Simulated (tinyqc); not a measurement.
# A discretised effective-mass wire between two leads, recursive Green functions: effects of single changes

Finite differences on a grid of step a give a chain with hopping -t, t = C/(m a^2), C = hbar^2/(2 m0), and site energies 2 t + U_i for the N = 7 sites of the device; the semi-infinite leads have site energy 2 t. Each slice is one site, and V = -t couples neighbouring slices.

Values chosen for this exercise:
```
symbol,value,unit,meaning
m,0.026,m0,effective mass
a,0.82,nm,grid step
U,"[0, 0.722, 1.156, 1.3, 1.156, 0.722, 0]",eV,potential on the sites 1 to N
E,1.218,eV,energy above the band bottom of the leads
```

Constants: q = 1.602176634e-19 C, hbar = 1.054571817e-34 J s, m0 = 9.1093837015e-31 kg, hbar^2/(2 m0) = 0.0380998212 eV nm^2. Results are converted to the units shown.

Each table varies one quantity; the others keep the values above.

## The device repeated

Sigma = t^2 g(E - 2 t), g(x) = (x - i sqrt(4 t^2 - x^2))/(2 t^2) for |x| < 2 t and (x - sign(x) sqrt(x^2 - 4 t^2))/(2 t^2) otherwise; Gamma = i (Sigma - Sigma^dagger); both leads give the same. Forward pass: g_1 = (E - H_1 - Sigma)^(-1), g_i = (E - H_i - V g_(i-1) V^dagger)^(-1), with Sigma also subtracted on the last slice; G_(i,1) = g_i V G_(i-1,1), starting from g_1. H_i is the block of slice i, its site energy. T(E) = Tr[Gamma G_(N,1) Gamma G_(N,1)^dagger]. The list U is repeated k times, so the device has k N slices.

The device repeated:
```
k	T(E)	ln T(E)
1	0.3241	-1.127
2	0.03740	-3.286
3	0.003714	-5.596
4	3.631e-4	-7.921
5	3.545e-5	-10.25
6	3.461e-6	-12.57
8	3.298e-8	-17.23
10	3.142e-10	-21.88
12	2.994e-12	-26.53
```

T(E) falls from 0.324 to 2.99e-12; over the last rows ln T(E) drops by a steady 2.33 a repeat: the energy lies in a gap of the periodic structure that the repeats form, with a decay length of 6.02 slices for the amplitude.

## Effect of the strength of the potential

Same model as above.

All U are multiplied by the factor sc.

Results:
```
sc	T(E)	reflection, modes - T(E)
0	1.000	0
0.25	0.9977	0.002308
0.5	0.9425	0.05752
0.75	0.6845	0.3155
1	0.3241	0.6759
1.25	0.1236	0.8764
1.75	0.01972	0.9803
2	0.008864	0.9911
```

Estimate the missing row, sc = 1.5.

Computed row:
```
sc	T(E)	reflection, modes - T(E)
1.5	0.04752	0.9525
```

With this row back in the table: T(E) falls from 1.00 to 0.00886. At sc = 0 the device equals the leads and transmits all 1 open mode(s). Between the first two non-zero rows the reflection goes as sc^(4.64); the sc^2 of weak scattering holds only at smaller sc than these rows.

## Transmission against energy

Same model as above.

Results:
```
E (eV)	open modes	T(E)	T(E) per open mode
0.039	1	0.001121	0.001121
0.252	1	0.01058	0.01058
0.466	1	0.02919	0.02919
0.679	1	0.06439	0.06439
0.893	1	0.1294	0.1294
1.106	1	0.2413	0.2413
1.533	1	0.6254	0.6254
1.746	1	0.8175	0.8175
1.96	1	0.9387	0.9387
2.173	1	0.9892	0.9892
2.387	1	1.000	1.000
2.6	1	0.9963	0.9963
```

Estimate the missing row, E = 1.319 eV.

Computed row:
```
E (eV)	open modes	T(E)	T(E) per open mode
1.319	1	0.4126	0.4126
```

With this row back in the table: T(E) lies between 0.00112 (E = 0.039 eV) and 1.00 (E = 2.387 eV) in these rows. The leads offer 1 open mode(s), of which the mean share 0.48 is transmitted. In 7 of the 13 rows E exceeds 0.6 t, where the lattice band lies more than 5 % below the parabola at the same k, so the grid is coarse for a continuum model.

tinyqc, about 0.02 s, one thread, Intel Xeon 2.30GHz (shared host): `OMP_NUM_THREADS=1 python tinyqc.py 2660007 2660008 out.jsonl`
